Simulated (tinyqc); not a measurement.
Comparisons within one model: donor level screened by free carriers (Yukawa potential). A value that a table varies takes the place of the one given here.

Potential -(q/(eps r)) exp(-ks r), q = e^2/(4 pi eps0). In units Ry* = Ry m/eps^2 and a* = a0 eps/m the problem is [-Laplacian - 2 exp(-x r)/r] psi = E psi with x = ks a*.

Converged values use 18 functions exp(-z r), z = 1.55^i, i = -11 to 6: S = 2/A^3, H = z_i z_j S - 2/(A + x)^2, A = z_i + z_j.

Screening wave number: Debye ks^2 = 4 pi q n/(eps kB T); Thomas-Fermi ks^2 = 6 pi q n/(eps EF) with EF = c (3 pi^2 n/gv)^(2/3)/m, c = hbar^2/2m0; the two are joined by 1/ks^2 = sqrt(1/ks_D^4 + 1/ks_TF^4). 1e18/cm^3 = 1e-6/angstrom^3, q = e^2/(4 pi eps0).

Constants: e^2/(4 pi eps0) = 14.39964547 eV angstrom; kB = 8.617333262e-05 eV/K; hbar^2/2m0 = 3.80998211 eV angstrom^2; Ry = 13.60569312 eV; a0 (Bohr radius) = 0.5291772105 angstrom.

Values chosen for the exercise (near those of a donor in Ge, with one mean mass; shifted at random, so the results belong to these values and not to a real crystal): xs = (0.02, 0.12, 0.27, 0.54, 0.74, 0.94, 1) (values of x); m = 0.162 m0 (mass); eps = 15.7 (dielectric constant); gv = 4 (valleys); T = 300 K (temperature); nl = (0.01, 0.034, 0.1, 0.34, 1, 3.4, 10) x 1e18/cm^3 (densities); n = 0.34 x 1e18/cm^3 (free-carrier density).

## Towards the loss of the bound state

First order (-1 + 2x), one-parameter (minimum of z^2 - 8 z^3/(2z + x)^2) and converged 1s energies in Ry*, and the mean radius in a*; a dash marks an unbound result.

Results:

| x | first order | trial function | converged | <r> |
|---|---|---|---|---|
| 0.02 | -0.9600 | -0.9606 | -0.9606 | 1.50 |
| 0.12 | -0.7600 | -0.7801 | -0.7801 | 1.52 |
| 0.27 | -0.4600 | -0.5542 | -0.5546 | 1.59 |
| 0.54 | - | -0.2567 | -0.2607 | 1.86 |
| 0.74 | - | -0.1102 | -0.1203 | 2.32 |
| 0.94 | - | -0.0176 | -0.0359 | 3.52 |
| 1.00 | - | - | -0.0206 | 4.37 |

First order loses the state at x = 0.5, the trial function reaches zero energy at x = 1.00, and the exact limit is 1.19. The radius starts at 1.5 a*, grows slowly at first (1.59 at x = 0.27), then steadily, and swells towards the end (4.4 at 1.00), where a single exponential fails: the binding vanishes as the square of the distance from 1.19.

## Binding against carrier density

Ry* = 8.9420 meV
a* = 51.284 angstrom

x from the joined ks; converged 1s binding (dash: x above 1.17, at or past the limit 1.19 where the state unbinds).

Results:

| n (1e18/cm^3) | EF/kB T | 1/ks (angstrom) | x | binding (meV) | n^(1/3) a* |
|---|---|---|---|---|---|
| 0.010 | 0.02 | 473.6 | 0.108 | 7.15 | 0.110 |
| 0.034 | 0.04 | 256.9 | 0.200 | 5.85 | 0.166 |
| 0.10 | 0.07 | 149.9 | 0.342 | 4.14 | 0.238 |
| 0.34 | 0.17 | 81.5 | 0.629 | 1.70 | 0.358 |
| 1.0 | 0.35 | 48.0 | 1.069 | 0.07 | 0.513 |
| 3.4 | 0.78 | 27.3 | 1.880 | - | 0.771 |
| 10 | 1.60 | 18.1 | 2.830 | - | 1.105 |

The binding falls from 7.2 to 0.1 meV (bare value 8.9); it passes half the bare value between 0.034 and 0.1 x 1e18/cm^3. The level is unbound, or bound by less than 0.001 Ry*, from 3.4 x 1e18/cm^3 on; as the density rises, it is lost by the time n^(1/3) a* reaches 0.77. x grows with exponent 0.50 in n at the start and 0.38 at the end (1/2 for Debye, 1/6 for Thomas-Fermi screening). The level survives to n^(1/3) a* = 0.51, past the 0.26 of the Mott rule, which corresponds to x = 1 for one valley with degenerate screening; here the level lasts until x = 1.19, the screening is at most the degenerate value, and overlap of donors is left out.

## What each parameter does

Ry* = Ry m/eps^2, a* = a0 eps/m, x = ks a* with the joined ks; converged binding. Each row changes one parameter from the base and keeps the others.

Results:

| case | 1/ks (angstrom) | x | binding in Ry* | binding (meV) |
|---|---|---|---|---|
| base | 81.5 | 0.629 | 0.191 | 1.70 |
| n = 0.17 x 1e18/cm^3 | 115.0 | 0.446 | 0.348 | 3.12 |
| T = 270 K | 77.4 | 0.663 | 0.167 | 1.50 |
| m = 0.181 m0 | 81.4 | 0.564 | 0.241 | 2.41 |
| eps = 14.4 | 78.0 | 0.603 | 0.210 | 2.23 |
| gv = 5 | 81.4 | 0.630 | 0.190 | 1.70 |

The largest shifts from the base row, up to three for each result and ties (the steps differ in size, so this ranks the rows, not the parameters). 1/ks (angstrom): n +33.5, T -4.1, eps -3.4. x: n -0.184, m -0.066, T +0.034. binding in Ry*: n +0.158, m +0.050, T -0.023. binding (meV): n +1.41, m +0.70, eps +0.53; unchanged at the printed digits by gv.

(tinyqc, `OMP_NUM_THREADS=1 python tinyqc.py 1250727 1250728 out.jsonl`, Intel(R) Xeon(R) Processor @ 2.30GHz, 1 thread, shared host, about 0.01 s.)
